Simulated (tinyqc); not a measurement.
Gate length: charge control and current of a heterostructure field-effect transistor. Computed by tinyqc, a small Python program. Command: `OMP_NUM_THREADS=1 python tinyqc.py 3027374 3027375 out.jsonl hemt walk`. One thread of a shared host (Intel(R) Xeon(R) Processor @ 2.30GHz), about 0.01 s of CPU time with the checks.

Two subbands in a triangular well; E_F is counted from the conduction band edge of the channel at the interface.

Inputs (values chosen for the exercise, modelled on AlGaAs/GaAs):
```
quantity                                  value        unit
channel mass m                            0.068         m_0
permittivity eps (barrier and channel)     12.4           -
barrier thickness d                          36          nm
Schottky barrier phi_B                     0.93          eV
conduction band offset dE_c                0.21          eV
delta-doping density N_d                6.9e+12      1/cm^2
gate voltage V_G                           0.19           V
mobility mu                                7900  cm^2/(V s)
saturation velocity v_s                     1.4    1e7 cm/s
gate length L                               880          nm
source resistance R_S                      0.66      ohm mm
temperature T                               300           K
mixing                                      0.5           -
iteration cap                               200           -
spacer between delta layer and channel      3.6          nm
```

Charge source: delta doping. Velocity law: smooth.

Constants: e = 1.602176634e-19 C; eps_0 = 8.8541878128e-12 F/m; k_B = 8.617333262e-05 eV/K; hbar = 1.054571817e-34 J s; m_0 = 9.1093837015e-31 kg; k_B = 1.380649e-23 J/K.

Method:
- Threshold V_T = phi_B - dE_c - e N_d (d - spacer)/(eps eps_0) (in volts); C_b = eps eps_0/d.
- Charge control: n_s = C_b (V_G - V_T - E_F/e)/e. Well: mean field F = e n_s/(2 eps eps_0), E_i = (hbar^2/2m)^(1/3) [(3 pi e F/2)(i + 3/4)]^(2/3), i = 0, 1; n_s = D k_B T sum_i ln(1 + exp((E_F - E_i)/k_B T)), D = m/(pi hbar^2), which is solved in closed form for E_F.
- Iteration from n_s = C_b (V_G - V_T)/(2e): E_F from n_s, n_out from the charge control, n_new = n_s + mixing (n_out - n_s), kept above n_s/10; stop when |n_out/n_s - 1| < 1e-9.
- C_g = e dn_s/dV_G = 1/(1/C_b + 1/C_q), 1/C_q = d(E_F/e)/d(e n_s) by a central difference of +/- 0.1 % in n_s; added distance dd = eps eps_0/C_q.
- With V = e n_s/C_g and V_c = v_s L/mu: for v = mu F/(1 + mu F/v_s), V_Dsat = V_c (sqrt(1 + 2V/V_c) - 1) and I/W = C_g v_s (V - V_Dsat); g_m = dI/dV; extrinsic g_m/(1 + g_m R_S); f_T = g_m/(2 pi C_g L).

sheet density n_s = 4.54965e+12 1/cm^2

gate capacitance C_g = 0.273651 microfarad/cm^2

V = 2.66374 V

Scaling; the last columns are v_s/(2 pi L) and mu V/(2 pi L^2):
```
L (nm)  I/W (mA/mm)  g_m (mS/mm)  extrinsic g_m (mS/mm)  f_T (GHz)  velocity limit (GHz)  mobility limit (GHz)
30           958.04       371.02                 298.04     719.27                742.72            3.7213e+05
60           933.31       366.01                 294.80     354.79                371.36            9.3033e+04
120          899.45       358.95                 290.20     173.97                185.68            2.3258e+04
250          850.58       348.32                 283.21      81.03                 89.13            5.3587e+03
500          789.05       334.11                 273.75      38.86                 44.56            1.3397e+03
1000         710.01       314.37                 260.35      18.28                 22.28            3.3492e+02
2000         612.62       287.43                 241.60       8.36                 11.14            8.3729e+01
5000         461.03       238.44                 206.02       2.77                  4.46            1.3397e+01
```

What follows from these numbers?

f_T scales as L^-1.02 at the short end and L^-1.20 at the long end; the two limits cross at L = mu V/v_s = 15000 nm. g_m tends to C_g v_s = 383 mS/mm, and R_S cuts it by 20 % at the shortest gate. Fringe capacitances and short-channel effects, left out, lower f_T once L is below about ten barrier thicknesses. Caution: E_F lies above the conduction band minimum of the barrier, so electrons would spill into the barrier.

Extremes, crossings and ranges named in words are read from the listed rows.
